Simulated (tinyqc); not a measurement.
From size without pinning back to activation energy of boundary motion Q_m: grain growth, pinning, strength and diffusional creep of a polycrystal or thin film. Computed by tinyqc, a small Python program. Command: `OMP_NUM_THREADS=1 python tinyqc.py 3003495 3003496 out.jsonl grain inv`. One thread of a shared host (Intel(R) Xeon(R) Processor @ 2.30GHz), about 0.01 s of CPU time with the checks.

One mean grain size d describes the structure.

Inputs (values chosen for the exercise, for a model solid):

| quantity | value | unit |
|---|---|---|
| boundary energy gamma | 1 | J/m^2 |
| mobility prefactor M0 | 0.00066 | m^4/(J s) |
| anneal temperature T | 2718 | K |
| anneal time t | 120 | s |
| initial grain size d0 | 48 | nm |
| particle volume fraction f | 0.00015 | - |
| particle radius r | 25 | nm |

Sample: bulk.

Constants: k_B = 8.617333262e-05 eV/K.

Method. M = M0 exp(-Q_m/(k_B T)). The driving pressure is 2 gamma/d. Zener pinning pressure 3 f gamma/(2 r) stops growth at d_Z = 4 r/(3 f). The limit is d_lim = d_Z. dd/dt = 2 M gamma (1/d - 1/d_lim) integrates to 2 M gamma t = d_lim (d0 - d) + d_lim^2 ln[(d_lim - d0)/(d_lim - d)]; without pinning d^2 = d0^2 + 4 M gamma t.

Question. A run gave the result below. Find the activation energy of boundary motion Q_m, known to lie between 5.3 and 7.2 eV.

size without pinning = 1245.475 nm

Answer.

Each step takes the trial c = (a f_b - b f_a)/(f_b - f_a), f being the result less the target and a, b, c the logarithms of the listed values; c replaces end b, the old b replaces a if the sign of f changed, and otherwise f_a is halved.

Scan of the range:

| activation energy of boundary motion Q_m (eV) | size without pinning (nm) |
|---|---|
| 5.30 | 6866.13 |
| 5.58 | 3776.99 |
| 5.87 | 2034.08 |
| 6.18 | 1050.26 |
| 6.50 | 532.04 |
| 6.84 | 260.87 |
| 7.20 | 128.23 |

False position (Illinois rule, in the logarithm of the input) inside the bracket:

| step | end a | end b | trial | size without pinning (nm) |
|---|---|---|---|---|
| 1 | 5.87000 | 6.18000 | 6.11721 | 1200.61 |
| 2 | 5.87000 | 6.11721 | 6.09149 | 1268.28 |
| 3 | 6.11721 | 6.09149 | 6.10015 | 1245.09 |
| 4 | 6.09149 | 6.10015 | 6.10000 | 1245.47 |
| 5 | 6.09149 | 6.10000 | 6.10000 | 1245.48 |
| 6 | 6.10000 | 6.10000 | 6.10000 | 1245.47 |

Size without pinning falls at every point of a 13-point scan of the range (every second point is shown), so one value fits; it is bracketed by 5.87 and 6.18. Answer: activation energy of boundary motion Q_m = 6.100 eV.
